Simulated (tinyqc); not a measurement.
## Bandgap voltage reference from two bipolar transistors: output against temperature

Two transistors of area 1 and N carry the same current I. Is(T) = Is (T/T0)^eta exp[(Vg0 q/kB)(1/T0 - 1/T)], VBE1 = Vt ln(I/Is(T)) + I rb, VBE2 = Vt ln(I/(N Is(T))) + I rb/N. The amplifier forces I R1(T) = VBE1 - VBE2 + Vos, with R(T) = R (1 + tc (T - T0)) for both resistors, and the output is Vref = VBE1 + I R2(T). Base currents and the Early effect are neglected.

Vt = kB T/q; I = (Vt ln N + Vos)/(R1(T) - rb (1 - 1/N)).

Inputs (values chosen for the exercise); values of the order met in silicon bipolar transistors:
```
symbol,value,unit,meaning
T0,323,K,reference temperature
Vg0,1.19,V,band-gap voltage extrapolated to 0 K
eta,3.3,,temperature exponent of the saturation current
Is,3.1e-17,A,saturation current of the unit transistor at T0
N,8,,area ratio of the second transistor
R1,2.7,kohm,"resistor across which the difference of VBE falls, at T0"
tc,0,ppm/K,temperature coefficient of both resistors
Vos,-0.5,mV,offset of the amplifier
rb,0,ohm,series resistance of the unit transistor
R2,22.75,kohm,output resistor at T0
```

Constants: q = 1.602176634e-19 C, kB = 1.380649e-23 J/K. Results are converted to the units shown.

Result of one run:
```
T (K)  I (uA)  VBE1 (V)  I R2 (V)  Vref (V)  Vref - Vref(T0) (mV)  dVref/dT (uV/K)
273     17.93    0.8344    0.4080     1.242                0.3537            10.06
```

What becomes of these results when the temperature T is changed from 273 to 253 K, all else the same?

Result of the changed run:
```
T (K)  I (uA)  VBE1 (V)  I R2 (V)  Vref (V)  Vref - Vref(T0) (mV)  dVref/dT (uV/K)
253     16.61    0.8643    0.3778     1.242              0.003631            25.14
```

The whole series:
```
T (K)  I (uA)  VBE1 (V)  I R2 (V)  Vref (V)  Vref - Vref(T0) (mV)  dVref/dT (uV/K)
218     14.28    0.9157    0.3249     1.241                -1.380            54.65
233     15.28    0.8938    0.3476     1.241               -0.6602            41.46
253     16.61    0.8643    0.3778     1.242              0.003631            25.14
273     17.93    0.8344    0.4080     1.242                0.3537            10.06
298     19.59    0.7967    0.4457     1.242                0.3850           -7.307
323     21.25    0.7586    0.4835     1.242                     0           -23.27
348     22.91    0.7201    0.5212     1.241               -0.7689           -38.05
373     24.57    0.6812    0.5590     1.240                -1.894           -51.80
398     26.23    0.6420    0.5967     1.239                -3.351           -64.66
423     27.89    0.6025    0.6345     1.237                -5.120           -76.73
```

VBE1 falls by 1.53 mV/K on average and I R2 rises by 1.51 mV/K. The slope of Vref vanishes at T = 287 K. Between 233 and 398 K Vref spans 3.78 mV, or 18.4 ppm/K by the box method (span over the average over T, over 165 K).

Program tinyqc, `OMP_NUM_THREADS=1 python tinyqc.py 2062153 2062154 out.jsonl`; Intel Xeon 2.30GHz, shared host, one thread, about 0.02 s.
